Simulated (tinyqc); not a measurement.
Undoped symmetric double-gate MOSFET, analytic potential model: two steps of the calculation.

An undoped body of thickness ts between two equal insulators and tied gates; long channel, electrons only, n = ni exp((psi - V)/Vt) with V the quasi-Fermi potential (0 at the source, Vd at the drain), constant mobility, no quantisation. Across the body psi(x) = V - 2 Vt ln[(ts/(2 beta)) sqrt(q ni/(2 eps0 eps_r Vt)) cos(2 beta x/ts)], x from the centre. Q is the electron charge per area of the whole body.

Values chosen for this exercise; material values those of a made-up semiconductor:
```
symbol,value,unit,meaning
T,293,K,temperature
Eg,0.922,eV,band gap
eps_r,10.8,,relative permittivity of the semiconductor
Nc,3.13e19,cm^-3,conduction-band density of states at T
Nv,2.45e19,cm^-3,valence-band density of states at T
eox,22.9,,relative permittivity of the gate insulator
tox,7.3,nm,insulator thickness
ts,5,nm,body thickness
dphi,0.23,V,gate work function less that of the intrinsic body
```

Constants: q = 1.602176634e-19 C, kB = 1.380649e-23 J/K, Vt = kB T/q, eps0 = 8.8541878128e-14 F/cm where lengths are in cm. Results are converted to the units shown.

Task 1. Constants of the body. ni = sqrt(Nc Nv) exp(-Eg/(2 Vt)), Eg in volts; r = eps_r tox/(eox ts); V0 = dphi + 2 Vt ln[(2/ts) sqrt(2 eps0 eps_r Vt/(q ni))].

Wanted: ni; r; V0.

Result 1.

ni = 3.2574e11 cm^-3
r = 0.68856
V0 = 0.64687 V

Task 2. Potential and electron density across the body at the source. psi(x) as above with V = 0 and beta = beta_s; n = ni exp(psi/Vt).

```
point,x/ts
0,0
1,0.1
2,0.2
3,0.3
4,0.4
5,0.45
6,0.5
```

beta_s = 0.76180270
ni = 3.2574282e11 cm^-3

Find: psi; n.

Result 2.

```
point,psi (V),n (cm^-3)
0,0.4031,2.799e18
1,0.4037,2.865e18
2,0.4055,3.075e18
3,0.4086,3.476e18
4,0.4132,4.162e18
5,0.4161,4.671e18
6,0.4195,5.345e18
```

The density at the surface is 1.91 times that at the centre (1/cos^2 beta).

Numbers from tinyqc (`OMP_NUM_THREADS=1 python tinyqc.py 2440094 2440095 out.jsonl`; about 0.02 s on one thread of a shared Intel Xeon 2.30GHz).
